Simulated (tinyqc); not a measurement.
Off-state leakage of single and stacked transistors: subthreshold current against the height of the stack.

n-channel devices of unit width. Subthreshold current I(Vg, Vs, Vd) = I0 (T/300 K)^0.5 exp[(Vg - Vs - VT(T) - gb (Vs - Vb) + dd (Vd - Vs))/(nf Vt)] (1 - exp(-(Vd - Vs)/Vt)), VT(T) = VT - cT (T - 300 K). Gate-edge tunnelling Ig (Vd/1 V) exp(ag (Vd - 1 V)), for a gate at 0 V, and band-to-band leakage Ab u exp(-Bb/u), u = Vd - Vb + 1 V, flow at a drain held at V; both are taken as independent of T. In a stack of off transistors (all gates at 0 V) the same subthreshold current passes through each.

All n gates at 0 V, bottom source at 0 V, top drain at V; node voltages follow from equal currents.

Values chosen for this exercise; values of the order met in bulk silicon logic transistors:

| symbol | value | unit | meaning |
|---|---|---|---|
| T | 300 | K | temperature |
| V | 0.8 | V | supply voltage |
| VT | 0.44 | V | threshold at 300 K, zero drain and body bias |
| cT | 0.9 | mV/K | fall of the threshold with temperature |
| I0 | 0.27 | uA/um | current at threshold at 300 K |
| nf | 1.19 |  | slope factor |
| dd | 0.12 |  | drain-induced lowering per volt |
| gb | 0.19 |  | rise of the threshold per volt of source-body bias |
| Vb | -0.6 | V | body voltage |

Constants: q = 1.602176634e-19 C, kB = 1.380649e-23 J/K, Vt = kB T/q. Results are converted to the units shown.

Subthreshold current against the height of the stack:

| n | I (nA/um) | reduction factor | drain voltage of the bottom device (mV) | source voltage of the top device (mV) | voltage across the top device (V) |
|---|---|---|---|---|---|
| 1 | 9.242e-5 | 1.000 | 800.0 | 0 | 0.8000 |
| 2 | 4.958e-6 | 18.64 | 68.70 | 68.70 | 0.7313 |
| 3 | 2.319e-6 | 39.85 | 19.37 | 86.54 | 0.7135 |
| 4 | 1.499e-6 | 61.66 | 11.21 | 96.79 | 0.7032 |
| 5 | 1.104e-6 | 83.72 | 7.870 | 104.0 | 0.6960 |
| 6 | 8.725e-7 | 105.9 | 6.059 | 109.5 | 0.6905 |

Read the table: what changes, and by how much?

The second transistor cuts the current by a factor of 18.6, the third by a further 2.14 and the sixth by 1.27. The top device keeps 86.3 % of the supply at n = 6, while the drain voltage of the bottom one falls to 0.234 Vt.

tinyqc, about 0.03 s, one thread, Intel Xeon 2.30GHz (shared host): `OMP_NUM_THREADS=1 python tinyqc.py 2242143 2242144 out.jsonl`
